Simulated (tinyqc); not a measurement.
# A double barrier with mass mismatch, transfer matrices: effects of single changes

One electron of energy E comes from the left lead (band edge 0); no transverse momentum. Parabolic bands, masses in units of m0, C = hbar^2/(2 m0); psi and psi'/m are continuous at every interface. Barrier d1, well Lw, barrier d2; the right lead equals the left one.

Values chosen for this exercise; masses and offsets close to those of InGaAs wells and InAlAs barriers: mass in the left lead mL = 0.041 m0; barrier height U1 = 0.52 eV; barrier mass m1 = 0.075 m0; width of the first barrier d1 = 2.6 nm; well width (edge 0, mass mL) Lw = 6.3 nm.

Constants: q = 1.602176634e-19 C, hbar = 1.054571817e-34 J s, m0 = 9.1093837015e-31 kg, hbar^2/(2 m0) = 0.0380998212 eV nm^2. Results are converted to the units shown.

Each table varies one quantity; the others keep the values above.

## Resonance against the width of both barriers

Both barriers are given the width d1. For the pair (psi, psi'/m) a flat layer has M = [[cos kd, (m/k) sin kd], [-(k/m) sin kd, cos kd]] with k = sqrt(m (E - U)/C) above its edge U, and M = [[cosh Kd, (m/K) sinh Kd], [(K/m) sinh Kd, cosh Kd]] with K = sqrt(m (U - E)/C) below it. The matrices are multiplied with later layers to the left. With M acting on (psi, psi'/m) and v = k/m in each lead, T(E) = 4 vL vR/[(vL vR M12 - M21)^2 + (vR M11 + vL M22)^2]. The lowest resonance is the first maximum of T(E); its width is the full width at half maximum, and tau = hbar/width.

The same in every row: peak T(E) = 1.000.

Resonance against the width of both barriers:
```
d1 (nm)	E_r (eV)	width (meV)	tau (fs)
1.56	0.09176	11.55	57.01
2.08	0.09334	4.414	149.1
2.6	0.09396	1.702	386.7
3.12	0.09420	0.6574	1001
3.64	0.09430	0.2539	2593
4.16	0.09433	0.09801	6716
4.68	0.09435	0.03783	1.740e4
```

The width falls from 11.5 to 0.0378 meV and tau rises from 57.0 to 17400 fs, while the peak T(E) stays at 1 for this symmetric structure. Between the last two rows ln(width) falls by 1.83 a nanometre, against 2K = 1.83 1/nm at E_r.

## Resonance against the width of the second barrier

Same model as above.

Results:
```
d2 (nm)	E_r (eV)	peak T(E)	width (meV)	tau (fs)
1.3	0.09215	0.3011	10.32	63.81
1.95	0.09352	0.7123	3.658	179.9
2.6	0.09396	1.000	1.702	386.7
3.25	0.09410	0.7145	1.111	592.4
4.55	0.09415	0.1062	0.8769	750.6
5.2	0.09416	0.03355	0.8603	765.1
```

Estimate the missing row, d2 = 3.9 nm.

Computed row:
```
d2 (nm)	E_r (eV)	peak T(E)	width (meV)	tau (fs)
3.9	0.09414	0.3093	0.9315	706.6
```

With this row back in the table: The peak T(E) goes from 0.301 through a maximum of 1.00 (at d2 = 2.6 nm among the rows listed) to 0.0336, and the width falls from 10.3 to 0.860 meV; E_r stays between 0.09215 and 0.09416 eV. Equal barriers, d2 = d1 = 2.6 nm, give a peak of 1. Once d2 is the thicker barrier the electron leaves mainly through d1, so the width levels off.

Range of the model: Masses are held fixed, although real bands cease to be parabolic a few tenths of an eV from their edges (inside a barrier too).

Computed by the program tinyqc: `OMP_NUM_THREADS=1 python tinyqc.py 2560104 2560105 out.jsonl`, one thread of a shared Intel Xeon 2.30GHz, about 0.09 s for the whole run.
